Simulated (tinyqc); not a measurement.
CIS and TDHF on RHF in the sto-3g basis, for BeH2, spin multiplicity 1, step by step (part 1 of 2). Computed by tinyqc, a small Python program that keeps every step (integrals from PySCF). Settings: charge = 0, multiplicity = 1, basis = sto-3g, method = RHF, energy threshold = 1e-10, iteration cap = 50, orthogonalisation = canonical, start = core, DIIS depth = 6, TDHF = 1. Command: `OMP_NUM_THREADS=1 python tinyqc.py 27446 27447 out.jsonl` (the two numbers bound the seeds that draw the settings). One thread of a shared host (Intel(R) Xeon(R) Processor @ 2.60GHz), about 0.06 s of CPU time with the checks. The early iterations of the SCF are left out here.

## One-electron integrals

Geometry (angstrom):
```
atom         x          y         z
Be    0.000000   0.000000  0.000000
H     0.000000   1.221000  0.122000
H     0.000000  -1.221000  0.122000
```

Basis sto-3g: exponents (1/bohr^2) and contraction coefficients of normalised primitives:
```
element  l (shell)   exponent  coefficient
Be           s (1)  30.167871     0.154329
Be           s (1)   5.495115     0.535328
Be           s (1)   1.487193     0.444635
Be           s (2)   1.314833    -0.099967
Be           s (2)   0.305539     0.399513
Be           s (2)   0.099371     0.700115
Be           p (3)   1.314833     0.155916
Be           p (3)   0.305539     0.607684
Be           p (3)   0.099371     0.391957
H            s (1)   3.425251     0.154329
H            s (1)   0.623914     0.535328
H            s (1)   0.168855     0.444635
```

Overlap, kinetic and nuclear-attraction integrals over the contracted functions; the nuclear repulsion is the sum of Za Zb / Rab.

nuclear repulsion = 3.66669188 hartree

overlap S, lower triangle:
```
           1Be 1s    1Be 2s   1Be 2px    1Be 2py   1Be 2pz     2H 1s     3H 1s
1Be 1s   1.000000
1Be 2s   0.259517  1.000000
1Be 2px  0.000000  0.000000  1.000000
1Be 2py  0.000000  0.000000  0.000000   1.000000
1Be 2pz  0.000000  0.000000  0.000000   0.000000  1.000000
2H 1s    0.089202  0.506214  0.000000   0.552112  0.055166  1.000000
3H 1s    0.089202  0.506214  0.000000  -0.552112  0.055166  0.055166  1.000000
```

kinetic energy T (hartree), lower triangle:
```
            1Be 1s    1Be 2s   1Be 2px    1Be 2py   1Be 2pz      2H 1s     3H 1s
1Be 1s    6.693975
1Be 2s   -0.033012  0.211111
1Be 2px   0.000000  0.000000  0.660592
1Be 2py   0.000000  0.000000  0.000000   0.660592
1Be 2pz   0.000000  0.000000  0.000000   0.000000  0.660592
2H 1s    -0.016205  0.087785  0.000000   0.231979  0.023179   0.760032
3H 1s    -0.016205  0.087785  0.000000  -0.231979  0.023179  -0.010979  0.760032
```

nuclear attraction V (hartree), lower triangle:
```
             1Be 1s     1Be 2s    1Be 2px    1Be 2py    1Be 2pz      2H 1s      3H 1s
1Be 1s   -15.423591
1Be 2s    -2.123074  -3.099350
1Be 2px    0.000000   0.000000  -2.994651
1Be 2py    0.000000   0.000000   0.000000  -3.250728
1Be 2pz   -0.004267  -0.032238   0.000000   0.000000  -2.997207
2H 1s     -0.733332  -1.571324   0.000000  -1.678970  -0.172373  -3.146717
3H 1s     -0.733332  -1.571324   0.000000   1.678970  -0.172373  -0.198065  -3.146717
```

core Hamiltonian H = T + V (hartree), lower triangle:
```
            1Be 1s     1Be 2s    1Be 2px    1Be 2py    1Be 2pz      2H 1s      3H 1s
1Be 1s   -8.729616
1Be 2s   -2.156087  -2.888239
1Be 2px   0.000000   0.000000  -2.334059
1Be 2py   0.000000   0.000000   0.000000  -2.590136
1Be 2pz  -0.004267  -0.032238   0.000000   0.000000  -2.336616
2H 1s    -0.749537  -1.483539   0.000000  -1.446991  -0.149194  -2.386685
3H 1s    -0.749537  -1.483539   0.000000   1.446991  -0.149194  -0.209044  -2.386685
```

## Two-electron integrals

Functions are numbered as in S; the eight-fold symmetry (ij|kl) = (ji|kl) = (kl|ij) leaves the list below.

Two-electron integrals (ij|kl) in chemists' order, unique and non-zero (hartree):
```
(11|11) 2.298831    (21|11) 0.392036    (21|21) 0.079539    (22|11) 0.570988
(22|21) 0.143041    (22|22) 0.417683    (31|31) 0.014607    (32|31) 0.021888
(32|32) 0.092265    (33|11) 0.569578    (33|21) 0.143083    (33|22) 0.417589
(33|33) 0.449859    (41|41) 0.014607    (42|41) 0.021888    (42|42) 0.092265
(43|43) 0.024249    (44|11) 0.569578    (44|21) 0.143083    (44|22) 0.417589
(44|33) 0.401360    (44|44) 0.449859    (51|51) 0.014607    (52|51) 0.021888
(52|52) 0.092265    (53|53) 0.024249    (54|54) 0.024249    (55|11) 0.569578
(55|21) 0.143083    (55|22) 0.417589    (55|33) 0.401360    (55|44) 0.401360
(55|55) 0.449859    (61|11) 0.134085    (61|21) 0.027143    (61|22) 0.049020
(61|33) 0.048658    (61|41) 0.002461    (61|42) 0.004523    (61|44) 0.049761
(61|51) 0.000246    (61|52) 0.000452    (61|54) 0.000110    (61|55) 0.048669
(61|61) 0.009738    (62|11) 0.261324    (62|21) 0.066082    (62|22) 0.202954
(62|33) 0.196039    (62|41) 0.008657    (62|42) 0.048052    (62|44) 0.216402
(62|51) 0.000865    (62|52) 0.004801    (62|54) 0.002035    (62|55) 0.196242
(62|61) 0.024814    (62|62) 0.135140    (63|31) 0.006813    (63|32) 0.029839
(63|43) 0.008863    (63|53) 0.000886    (63|63) 0.014334    (64|11) 0.258103
(64|21) 0.066185    (64|22) 0.213406    (64|33) 0.200907    (64|41) 0.014353
(64|42) 0.075724    (64|44) 0.237983    (64|51) 0.000753    (64|52) 0.004585
(64|54) 0.002819    (64|55) 0.201101    (64|61) 0.026291    (64|62) 0.163200
(64|64) 0.206754    (65|11) 0.025789    (65|21) 0.006613    (65|22) 0.021323
(65|33) 0.020074    (65|41) 0.000753    (65|42) 0.004585    (65|44) 0.022008
(65|51) 0.006888    (65|52) 0.030297    (65|54) 0.009056    (65|55) 0.021865
(65|61) 0.002627    (65|62) 0.016307    (65|64) 0.019226    (65|65) 0.016255
(66|11) 0.424884    (66|21) 0.109488    (66|22) 0.370555    (66|33) 0.344048
(66|41) 0.018834    (66|42) 0.126790    (66|44) 0.422431    (66|51) 0.001882
(66|52) 0.012669    (66|54) 0.007832    (66|55) 0.344830    (66|61) 0.042724
(66|62) 0.299686    (66|64) 0.387737    (66|65) 0.038742    (66|66) 0.774606
(71|11) 0.134085    (71|21) 0.027143    (71|22) 0.049020    (71|33) 0.048658
(71|41) -0.002461   (71|42) -0.004523   (71|44) 0.049761    (71|51) 0.000246
(71|52) 0.000452    (71|54) -0.000110   (71|55) 0.048669    (71|61) 0.008860
(71|62) 0.020983    (71|64) 0.019999    (71|65) 0.002227    (71|66) 0.033994
(71|71) 0.009738    (72|11) 0.261324    (72|21) 0.066082    (72|22) 0.202954
(72|33) 0.196039    (72|41) -0.008657   (72|42) -0.048052   (72|44) 0.216402
(72|51) 0.000865    (72|52) 0.004801    (72|54) -0.002035   (72|55) 0.196242
(72|61) 0.020983    (72|62) 0.078129    (72|64) 0.072908    (72|65) 0.009261
(72|66) 0.130731    (72|71) 0.024814    (72|72) 0.135140    (73|31) 0.006813
(73|32) 0.029839    (73|43) -0.008863   (73|53) 0.000886    (73|63) 0.006999
(73|73) 0.014334    (74|11) -0.258103   (74|21) -0.066185   (74|22) -0.213406
(74|33) -0.200907   (74|41) 0.014353    (74|42) 0.075724    (74|44) -0.237983
(74|51) -0.000753   (74|52) -0.004585   (74|54) 0.002819    (74|55) -0.201101
(74|61) -0.019999   (74|62) -0.072908   (74|64) -0.063227   (74|65) -0.008485
(74|66) -0.117644   (74|71) -0.026291   (74|72) -0.163200   (74|74) 0.206754
(75|11) 0.025789    (75|21) 0.006613    (75|22) 0.021323    (75|33) 0.020074
(75|41) -0.000753   (75|42) -0.004585   (75|44) 0.022008    (75|51) 0.006888
(75|52) 0.030297    (75|54) -0.009056   (75|55) 0.021865    (75|61) 0.002227
(75|62) 0.009261    (75|64) 0.008485    (75|65) 0.008069    (75|66) 0.015984
(75|71) 0.002627    (75|72) 0.016307    (75|74) -0.019226   (75|75) 0.016255
(76|11) 0.035653    (76|21) 0.008791    (76|22) 0.024480    (76|33) 0.024051
(76|44) 0.025265    (76|51) 0.000217    (76|52) 0.000988    (76|55) 0.024113
(76|61) 0.003032    (76|62) 0.012248    (76|64) 0.013094    (76|65) 0.001607
(76|66) 0.023024    (76|71) 0.003032    (76|72) 0.012248    (76|74) -0.013094
(76|75) 0.001607    (76|76) 0.001477    (77|11) 0.424884    (77|21) 0.109488
(77|22) 0.370555    (77|33) 0.344048    (77|41) -0.018834   (77|42) -0.126790
(77|44) 0.422431    (77|51) 0.001882    (77|52) 0.012669    (77|54) -0.007832
(77|55) 0.344830    (77|61) 0.033994    (77|62) 0.130731    (77|64) 0.117644
(77|65) 0.015984    (77|66) 0.216567    (77|71) 0.042724    (77|72) 0.299686
(77|74) -0.387737   (77|75) 0.038742    (77|76) 0.023024    (77|77) 0.774606
```

## Orthogonalisation

S = U s U^T; canonical form X = U s^(-1/2), so that X^T S X = 1. Each column of U has its largest component positive (the first on a tie).

eigenvalues of S: 0.191126  0.292176  0.918429  1.000000  1.008492  1.753708  1.836070

X:
```
                 1          2          3         4          5          6         7
1Be 1s    0.000000  -0.274051   0.933152  0.000000  -0.286097   0.000000  0.228382
1Be 2s    0.000000   1.346157  -0.136429  0.000000  -0.059433   0.000000  0.494998
1Be 2px   0.000000   0.000000   0.000000  1.000000   0.000000   0.000000  0.000000
1Be 2py   1.588620   0.000000   0.000000  0.000000   0.000000   0.543301  0.000000
1Be 2pz   0.000000   0.135751   0.308666  0.000000   0.946354   0.000000  0.046218
2H 1s    -1.163708  -0.870898  -0.228204  0.000000   0.072837   0.370840  0.350231
3H 1s     1.163708  -0.870898  -0.228204  0.000000   0.072837  -0.370840  0.350231
```

## Iteration 7 (converged): orbitals

converged F (hartree), lower triangle:
```
            1Be 1s     1Be 2s   1Be 2px    1Be 2py    1Be 2pz      2H 1s      3H 1s
1Be 1s   -4.513552
1Be 2s   -1.288535  -0.654834
1Be 2px   0.000000   0.000000  0.208561
1Be 2py   0.000000   0.000000  0.000000  -0.281820
1Be 2pz   0.002045  -0.027111  0.000000   0.000000   0.205037
2H 1s    -0.454008  -0.463798  0.000000  -0.345970  -0.028567  -0.366234
3H 1s    -0.454008  -0.463798  0.000000   0.345970  -0.028567  -0.080018  -0.366234
```

Diagonalise F' = X^T F X, C = X C', fill 3 alpha and 3 beta electrons from the bottom; D = 2 C_occ C_occ^T. Each column has its largest component positive (the first on a tie).

F' = X^T F X (hartree), lower triangle:
```
          1          2          3         4          5          6          7
1  1.071933
2  0.000000   0.496910
3  0.000000   0.301274  -3.300854
4  0.000000   0.000000   0.000000  0.208561
5  0.000000  -0.078759   1.187894  0.000000  -0.196740
6  0.033631   0.000000   0.000000  0.000000   0.000000  -0.440729
7  0.000000   0.124733  -1.508104  0.000000   0.530750   0.000000  -1.266169
```

orbital energies (hartree): MO1 -4.517064, MO2 -0.475725, MO3 -0.441477, MO4 0.204582, MO5 0.208561, MO6 0.521353, MO7 1.072680

coefficients C:
```
               MO1        MO2        MO3        MO4       MO5        MO6        MO7
1Be 1s    0.991742  -0.234000   0.000000   0.038011  0.000000  -0.200333   0.000000
1Be 2s    0.031216   0.530773   0.000000  -0.179899  0.000000   1.328251   0.000000
1Be 2px   0.000000   0.000000   0.000000   0.000000  1.000000   0.000000   0.000000
1Be 2py   0.000000   0.000000   0.507874   0.000000  0.000000   0.000000   1.600298
1Be 2pz  -0.000116   0.024548   0.000000   0.984424  0.000000   0.204281   0.000000
2H 1s    -0.001439   0.396664   0.396602   0.067789  0.000000  -0.881231  -1.155182
3H 1s    -0.001439   0.396664  -0.396602   0.067789  0.000000  -0.881231   1.155182
```

D after iteration 7, lower triangle:
```
            1Be 1s    1Be 2s   1Be 2px    1Be 2py   1Be 2pz     2H 1s     3H 1s
1Be 1s    2.076619
1Be 2s   -0.186486  0.565389
1Be 2px   0.000000  0.000000  0.000000
1Be 2py   0.000000  0.000000  0.000000   0.515871
1Be 2pz  -0.011718  0.026051  0.000000   0.000000  0.001205
2H 1s    -0.188494  0.420988  0.000000   0.402847  0.019475  0.629275
3H 1s    -0.188494  0.420988  0.000000  -0.402847  0.019475  0.000103  0.629275
```

## Convergence

Stop when the energy changes by less than 1e-10 hartree and every element of the error matrix X^T (F D S - S D F) X is below 3e-06.

Course of the cycle:
```
iteration   E (hartree)     change  largest element of the error matrix
1          -15.27452391          -                             7.04e-01
2          -15.55267753  -2.78e-01                             8.27e-02
3          -15.55633447  -3.66e-03                             5.06e-03
4          -15.55639055  -5.61e-05                             9.20e-04
5          -15.55639222  -1.67e-06                             3.87e-05
6          -15.55639222  -2.69e-09                             4.53e-06
7          -15.55639222  -1.07e-11                             3.74e-08
```

PySCF RHF in the same basis = -15.55639222 hartree

Converged in 7 iterations.

## Integrals over molecular orbitals

(pq|rs) = sum C_ip C_jq C_kr C_ls (ij|kl), one index at a time.

one-electron integrals over orbitals h = C^T H C (hartree), lower triangle:
```
           1          2          3          4          5          6          7
1  -8.717815
2   0.236990  -2.552028
3   0.000000   0.000000  -2.518976
4  -0.042455  -0.003481   0.000000  -2.328933
5   0.000000   0.000000   0.000000   0.000000  -2.334059
6   0.177384  -0.130572   0.000000  -0.042108   0.000000  -1.920617
7   0.000000   0.000000  -0.248666   0.000000   0.000000   0.000000  -1.745267
```

Two-electron integrals over orbitals (pq|rs), unique and non-zero (hartree):
```
(11|11) 2.271385    (21|11) -0.207434   (21|21) 0.029049    (22|11) 0.505441
(22|21) -0.007406   (22|22) 0.411523    (31|31) 0.006685    (32|31) 0.016063
(32|32) 0.165819    (33|11) 0.477110    (33|21) -0.003044   (33|22) 0.424384
(33|33) 0.447016    (41|11) 0.032681    (41|21) -0.004036   (41|22) 0.003585
(41|33) 0.002072    (41|41) 0.016102    (42|11) -0.010449   (42|21) 0.001591
(42|22) 0.010587    (42|33) 0.009045    (42|41) 0.015044    (42|42) 0.050387
(43|31) -0.000049   (43|32) 0.008335    (43|43) 0.016397    (44|11) 0.567751
(44|21) -0.008762   (44|22) 0.375183    (44|33) 0.365267    (44|41) -0.004375
(44|42) -0.018751   (44|44) 0.453028    (51|51) 0.015767    (52|51) 0.015534
(52|52) 0.050717    (53|53) 0.015703    (54|51) -0.002799   (54|52) -0.007271
(54|54) 0.025255    (55|11) 0.569165    (55|21) -0.008544   (55|22) 0.377178
(55|33) 0.366061    (55|41) 0.001062    (55|42) -0.004738   (55|44) 0.401016
(55|55) 0.449859    (61|11) -0.165976   (61|21) 0.024028    (61|22) -0.006716
(61|33) -0.004477   (61|41) -0.001178   (61|42) 0.003003    (61|44) -0.004868
(61|55) -0.003902   (61|61) 0.020540    (62|11) 0.095258    (62|21) -0.006776
(62|22) -0.029014   (62|33) -0.051697   (62|41) 0.002784    (62|42) -0.001324
(62|44) 0.041038    (62|55) 0.043992    (62|61) -0.002395   (62|62) 0.075593
(63|31) -0.004201   (63|32) -0.096493   (63|43) -0.006803   (63|63) 0.082567
(64|11) 0.012750    (64|21) 0.000357    (64|22) 0.004504    (64|33) -0.000852
(64|41) 0.015031    (64|42) 0.043420    (64|44) -0.005990   (64|55) 0.003600
(64|61) 0.002675    (64|62) 0.014777    (64|64) 0.046713    (65|51) 0.016013
(65|52) 0.047170    (65|54) -0.005255   (65|65) 0.050329    (66|11) 0.482254
(66|21) -0.006012   (66|22) 0.409281    (66|33) 0.418800    (66|41) 0.006802
(66|42) 0.021499    (66|44) 0.368964    (66|55) 0.373957    (66|61) -0.004423
(66|62) -0.036577   (66|64) 0.013524    (66|66) 0.426465    (71|31) 0.012022
(71|32) 0.021290    (71|43) -0.000707   (71|63) -0.003477   (71|71) 0.022304
(72|31) 0.002644    (72|32) -0.047531   (72|43) -0.009380   (72|63) 0.060436
(72|71) 0.006432    (72|72) 0.056423    (73|11) 0.130758    (73|21) -0.005771
(73|22) -0.011430   (73|33) -0.025498   (73|41) -0.001010   (73|42) -0.014044
(73|44) 0.053018    (73|55) 0.052279    (73|61) -0.003020   (73|62) 0.069056
(73|64) 0.003730    (73|66) -0.032549   (73|73) 0.080505    (74|31) -0.002836
(74|32) -0.023906   (74|43) 0.012915    (74|63) 0.013598    (74|71) -0.004417
(74|72) 0.003079    (74|74) 0.020223    (75|53) 0.013838    (75|75) 0.016143
(76|31) 0.011868    (76|32) 0.141287    (76|43) 0.009745    (76|63) -0.096488
(76|71) 0.015432    (76|72) -0.059979   (76|74) -0.020276   (76|76) 0.138644
(77|11) 0.588339    (77|21) -0.009730   (77|22) 0.440291    (77|33) 0.459960
(77|41) 0.000498    (77|42) 0.001434    (77|44) 0.397973    (77|55) 0.396283
(77|61) -0.009171   (77|62) -0.046548   (77|64) -0.006828   (77|66) 0.445547
(77|73) -0.019871   (77|77) 0.502968
```

## CIS matrix, singlets

A(ia,jb) = (e_a - e_i) d_ij d_ab + 2 (ia|jb) - (ij|ab).

CIS matrix A, singlet (hartree), lower triangle:
```
           1>4       1>5        1>6        1>7        2>4       2>5        2>6        2>7
1>4   4.186098
1>5   0.000000  4.187995
1>6  -0.015107  0.000000   4.597243
1>7   0.000000  0.000000   0.000000   5.046012
2>4   0.038849  0.000000   0.005650   0.000000   0.405898
2>5   0.000000  0.039612   0.000000   0.000000   0.000000  0.408543
2>6   0.005211  0.000000   0.001222   0.000000  -0.007152  0.000000   0.738982
2>7   0.000000  0.000000   0.000000   0.022594   0.000000  0.000000   0.000000   1.220959
3>4   0.000000  0.000000   0.000000   0.001422   0.000000  0.000000   0.000000   0.005145
3>5   0.000000  0.000000   0.000000   0.000000   0.000000  0.000000   0.000000   0.000000
3>6   0.000000  0.000000   0.000000  -0.018822   0.000000  0.000000   0.000000  -0.020415
3>7   0.000815  0.000000  -0.017907   0.000000  -0.004182  0.000000  -0.003175   0.000000

           3>4       3>5       3>6       3>7
3>4   0.313586
3>5   0.000000  0.315382
3>6  -0.012753  0.000000  0.709164
3>7   0.000000  0.000000  0.000000  1.215207
```

## CIS singlet states

dipole integrals <i|r|a> (bohr):
```
            x          y          z
1>4  0.000000   0.000000   0.150736
1>5  0.152435   0.000000   0.000000
1>6  0.000000   0.000000   0.022440
1>7  0.000000   0.131115   0.000000
2>4  0.000000   0.000000   0.961318
2>5  0.966724   0.000000   0.000000
2>6  0.000000   0.000000   0.060741
2>7  0.000000  -0.518481   0.000000
3>4  0.000000   0.044828   0.000000
3>5  0.000000   0.000000   0.000000
3>6  0.000000  -1.019140   0.000000
3>7  0.000000   0.000000  -0.192031
```

Diagonalise A (1 hartree = 27.211386 eV); each vector has its largest component positive (the first on a tie). The transition dipole is mu = sqrt2 sum c_ia <i|r|a>.

singlet excitation energies (eV): 8.521338  8.581993  11.029120  11.105728  19.284018  20.112198  33.066029  33.243193  113.905627  113.972438  125.115146  137.314880

lowest vectors:
```
       state 1   state 2    state 3    state 4    state 5    state 6
1>4   0.000000  0.000000  -0.010309   0.000000   0.000000  -0.001269
1>5   0.000000  0.000000   0.000000  -0.010479   0.000000   0.000000
1>6   0.000000  0.000000  -0.001368   0.000000   0.000000  -0.000260
1>7  -0.000150  0.000000   0.000000   0.000000   0.004136   0.000000
2>4   0.000000  0.000000   0.999698   0.000000   0.000000  -0.021691
2>5   0.000000  0.000000   0.000000   0.999945   0.000000   0.000000
2>6   0.000000  0.000000   0.021642   0.000000   0.000000   0.999743
2>7  -0.004943  0.000000   0.000000   0.000000   0.039934   0.000000
3>4   0.999478  0.000000   0.000000   0.000000  -0.031701   0.000000
3>5   0.000000  1.000000   0.000000   0.000000   0.000000   0.000000
3>6   0.031924  0.000000   0.000000   0.000000   0.998691   0.000000
3>7   0.000000  0.000000   0.005227   0.000000   0.000000   0.006469
```

oscillator strengths 2/3 w |mu|^2: 0.000092  0.000000  0.497793  0.506823  1.020804  0.001456

## TDHF (RPA) singlet states

B(ia,jb) = 2 (ia|jb) - (ib|ja); the squared energies are the eigenvalues of (A - B)(A + B); 1 hartree = 27.211386 eV.

TDHF matrix B, singlet (hartree), lower triangle:
```
           1>4       1>5        1>6        1>7        2>4       2>5       2>6        2>7
1>4   0.016102
1>5   0.000000  0.015767
1>6  -0.001178  0.000000   0.020540
1>7   0.000000  0.000000   0.000000   0.022304
2>4   0.015044  0.000000   0.003223   0.000000   0.050387
2>5   0.000000  0.015534   0.000000   0.000000   0.000000  0.050717
2>6   0.002564  0.000000  -0.002395   0.000000  -0.001324  0.000000  0.075593
2>7   0.000000  0.000000   0.000000   0.006432   0.000000  0.000000  0.000000   0.056423
3>4   0.000000  0.000000   0.000000  -0.000404   0.000000  0.000000  0.000000  -0.004717
3>5   0.000000  0.000000   0.000000   0.000000   0.000000  0.000000  0.000000   0.000000
3>6   0.000000  0.000000   0.000000  -0.003935   0.000000  0.000000  0.000000   0.051816
3>7  -0.001313  0.000000  -0.002562   0.000000  -0.018707  0.000000  0.077676   0.000000

           3>4       3>5       3>6       3>7
3>4   0.016397
3>5   0.000000  0.015703
3>6  -0.006803  0.000000  0.082567
3>7   0.000000  0.000000  0.000000  0.080505
```

squared energies w^2 (hartree^2): 0.097787  0.099219  0.161603  0.163985  0.492668  0.535638  1.462407  1.486502  17.521495  17.542058  21.140186  25.463830

TDHF energies from the positive w^2 (eV): 8.509234  8.571349  10.938947  11.019252  19.099761  19.915270  32.906733  33.176715  113.903284  113.970101  125.113758  137.313276
